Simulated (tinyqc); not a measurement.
Van der Pauw, Hall and four-point-probe measurements on a doped layer: one step of the calculation.

A uniform n-type layer with sheet resistance Rs = 1/(q ns mu), point contacts, low field (mu B small).

Question. New z. The van der Pauw equation exp(-pi RA z) + exp(-pi RB z) = 1 is solved for z = 1/Rs: e1 = exp(-pi RA z), e2 = exp(-pi RB z), f = e1 + e2 - 1, f' = -pi (RA e1 + RB e2), z(new) = z - f/f'.

z at the start = 1.0567008 mS
RA = 6.1684204 ohm
RB = 411.42491 ohm

Wanted: e1; e2; f; f'; z after iteration 1.

Answer.

e1 = 0.9797
e2 = 0.2552
f = 0.2349
f' = -0.3488 kohm
z after iteration 1 = 1.730 mS

Program tinyqc, `OMP_NUM_THREADS=1 python tinyqc.py 2850131 2850132 out.jsonl`; Intel Xeon 2.30GHz, shared host, one thread, about 0.01 s.
